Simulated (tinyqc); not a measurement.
Signal and retention of a DRAM cell: two steps of the calculation.

A stored one starts at Vd and leaks: Cs dV/dt = -I(V), I = a sqrt((V + Vb)/(Vd + Vb)) + b, with a = Ig exp[-(Eg1 q/kB)(1/T - 1/T0)] (generation in a depletion layer) and b = Is exp[-(Es q/kB)(1/T - 1/T0)]. The bit line is precharged to Vd/2, and charge sharing gives the signal (V - Vd/2) Cs/(Cs + Cb).

Values chosen for this exercise: array voltage Vd = 1.5 V; cell capacitance Cs = 22 fF; bit-line capacitance Cb = 73 fF; smallest signal that the sense amplifier resolves dm = 40 mV; deviation of ln(retention time) over the cells sg = 0.63; cells Nc = 4.29e9; refresh interval tr = 64 ms.

Constants: q = 1.602176634e-19 C. Results are converted to the units shown.

Problem 1. Signal and margin. The cell fails below Vc = Vd/2 + dm (Cs + Cb)/Cs.

Wanted: transfer ratio; signal of a fresh one; Vc; charge that may be lost; the same in electrons.

Solution 1.

transfer ratio = 0.2316
signal of a fresh one = 173.7 mV
Vc = 0.9227 V
charge that may be lost = 12.70 fC
the same in electrons = 7.927e4

Problem 2. Failing cells. This time is the median of a log-normal spread: failing cells = Nc erfc(z/sqrt 2)/2, z = ln(t/tr)/sg. One failure is expected at the interval where that count equals 1.

retention time = 10.511089 s

Give: z; failing cells; interval for one failure.

Solution 2.

z = 8.0973
failing cells = 1.2053e-6
interval for one failure = 207.52 ms

The weakest cell of the array lies about 6.23 deviations out, a factor of 50.7 below the median; the chosen interval is shorter than that time.

Range of the model: Real arrays also hold a tail of unusually leaky cells and cells whose retention varies in time, which this model lacks.

Numbers from tinyqc (`OMP_NUM_THREADS=1 python tinyqc.py 2130059 2130060 out.jsonl`; about 0.01 s on one thread of a shared Intel Xeon 2.30GHz).
